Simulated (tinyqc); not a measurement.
Slope factor and drain-induced lowering from three currents.

Inverse problem. With source and body at 0 V, I = A exp((Vg + dd Vd)/(nf Vt)) (1 - exp(-Vd/Vt)). Find nf, the swing nf Vt ln 10 and dd.

Parameters, values chosen for the exercise:
```
symbol,value,unit,meaning
T,398,K,temperature
```

Constants: q = 1.602176634e-19 C, kB = 1.380649e-23 J/K, Vt = kB T/q. Results are converted to the units shown.

currents at (Vg, Vd) = (0, 0.05), (0, 0.7) and (0.11, 0.7) V (nA/um): [11.089056, 34.998786, 296.93085]

Answer. The pair at equal Vd gives nf; the pair at equal Vg, after dividing out the factors 1 - exp(-Vd/Vt), gives dd.

nf = 1.50
swing = 118 mV/decade
dd = 0.0700

Program tinyqc, `OMP_NUM_THREADS=1 python tinyqc.py 2242101 2242102 out.jsonl`; Intel Xeon 2.30GHz, shared host, one thread, about 0.04 s.
